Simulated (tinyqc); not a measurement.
## Undoped symmetric double-gate MOSFET, analytic potential model: effect of the temperature

An undoped body of thickness ts between two equal insulators and tied gates; long channel, electrons only, n = ni exp((psi - V)/Vt) with V the quasi-Fermi potential (0 at the source, Vd at the drain), constant mobility, no quantisation. Across the body psi(x) = V - 2 Vt ln[(ts/(2 beta)) sqrt(q ni/(2 eps0 eps_r Vt)) cos(2 beta x/ts)], x from the centre. Q is the electron charge per area of the whole body.

Nc and Nv are given at 293 K and scale as (T/293 K)^1.5; Eg and mu are held fixed. ni = sqrt(Nc Nv) exp(-Eg/(2 Vt)), Eg in volts; r = eps_r tox/(eox ts); V0 = dphi + 2 Vt ln[(2/ts) sqrt(2 eps0 eps_r Vt/(q ni))]. beta (between 0 and pi/2) solves (Vg - V0 - V)/(2 Vt) = ln(beta) - ln(cos beta) + 2 r beta tan(beta). Q = 8 eps0 eps_r Vt beta tan(beta)/ts; I = mu (1/L)(4 eps0 eps_r/ts)(2 Vt)^2 [g(beta_s) - g(beta_d)] per width, g = beta tan(beta) - beta^2/2 + r beta^2 tan^2(beta), with beta_s at V = 0 and beta_d at V = Vd.  I(low) is taken at Vg = 0.06 V, Qs and I(high) at Vg = 0.81 V.

Inputs (values chosen for the exercise); material values close to those of silicon: band gap Eg = 1.14 eV; relative permittivity of the semiconductor eps_r = 11.6; conduction-band density of states at the reference temperature Nc = 2.68e19 cm^-3; valence-band density of states at the reference temperature Nv = 2.55e19 cm^-3; relative permittivity of the gate insulator eox = 8.83; insulator thickness tox = 2.8 nm; body thickness ts = 12 nm; gate work function less that of the intrinsic body dphi = -0.17 V; channel mobility mu = 130 cm^2/(V s); gate length L = 1 um; drain voltage Vd = 0.8 V.

Constants: q = 1.602176634e-19 C, kB = 1.380649e-23 J/K, Vt = kB T/q, eps0 = 8.8541878128e-14 F/cm where lengths are in cm. Results are converted to the units shown.

Effect of the temperature:
```
T (K)	V0 (V)	I(low) (nA/um)	Qs(high) (nC/cm^2)	I(high) (uA/um)
220	0.3388	1.311e-4	2046	58.13
250	0.3291	0.001552	2051	59.55
280	0.3192	0.01118	2059	61.16
310	0.3092	0.05638	2070	62.94
340	0.2991	0.2183	2084	64.86
370	0.2888	0.6907	2100	66.92
400	0.2785	1.866	2119	69.12
430	0.2680	4.441	2139	71.43
```

As T goes from 220 to 430 K, I(low) rises from 1.31e-4 to 4.44 nA/um and I(high) rises from 58.1 to 71.4 uA/um. V0 falls from 0.339 to 0.268 V. In every row the surface density at the source at the higher gate voltage passes 0.3 Nc, where Boltzmann statistics fail. In every row the mobility is held fixed, though a real one changes with T.

Computed by the program tinyqc: `OMP_NUM_THREADS=1 python tinyqc.py 2440083 2440084 out.jsonl`, one thread of a shared Intel Xeon 2.30GHz, about 0.01 s for the whole run.
